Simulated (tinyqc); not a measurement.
Worked calculation: plane-wave Kohn-Sham cycle with exchange-only LDA in a layered model solid. Computed by tinyqc, a small Python program that keeps every step. Settings: points = 16, plane-wave index or count = 3, electrons = 2, k points = 2, area = 35.0, mixing = 0.1, iteration cap = 79, Kerker q0 = 0.54. Command: `OMP_NUM_THREADS=1 python tinyqc.py 22865 22866 out.jsonl` (the two numbers bound the seeds that draw the settings). One thread of a shared host (Intel(R) Xeon(R) Processor @ 2.60GHz), about 0.03 s of CPU time with the checks.

A solid whose potential varies along x alone (atomic units):

| parameter | value |
|---|---|
| period a | 12.700000 |
| cross-section of the cell | 35.000000 |
| electrons per cell | 2 |
| grid points | 16 |
| plane waves -n..n, n | 3 |
| k points | 2 |
| V1 in V1 cos(2 pi x/a) | -0.640000 |
| V2 in V2 cos(4 pi x/a) | -0.210000 |

Stop when sqrt(dV sum R^2) is below 1e-8, dV = a A/N.

Course of the cycle:

| iteration | E (hartree) | norm of the residual |
|---|---|---|
| 1 | -1.38032452 | 1.51e-01 |
| 2 | -1.35591369 | 1.42e-01 |
| 3 | -1.33268027 | 1.33e-01 |
| 4 | -1.31097471 | 1.26e-01 |
| 5 | -1.29091131 | 1.18e-01 |
| 6 | -1.27248954 | 1.11e-01 |
| 7 | -1.25565067 | 1.05e-01 |
| 8 | -1.24030699 | 9.88e-02 |
| 9 | -1.22635769 | 9.32e-02 |
| 10 | -1.21369784 | 8.79e-02 |
| 11 | -1.20222353 | 8.30e-02 |
| ... | ... | ... |
| 69 | -1.09808693 | 4.43e-03 |
| 70 | -1.09808297 | 4.22e-03 |
| 71 | -1.09808048 | 4.02e-03 |
| 72 | -1.09807925 | 3.83e-03 |
| 73 | -1.09807909 | 3.65e-03 |
| 74 | -1.09807983 | 3.48e-03 |
| 75 | -1.09808135 | 3.31e-03 |
| 76 | -1.09808349 | 3.16e-03 |
| 77 | -1.09808617 | 3.01e-03 |
| 78 | -1.09808927 | 2.86e-03 |
| 79 | -1.09809271 | 2.73e-03 |

Can the last value be used, and what does the course show?

Not by the stop rule, although the second column moves by less than 1e-05 over the last three steps. Not converged within 79 iterations: the residual falls steadily but slowly, by a factor of about 0.95 a step. Reruns (cap 100 unless said): mixing 0.5, Kerker q0 1.0: not converged; mixing 0.3, Pulay depth 5: converged in 13 (E = -1.09822); the original settings with a cap of 400: converged in 339 (E = -1.09822).
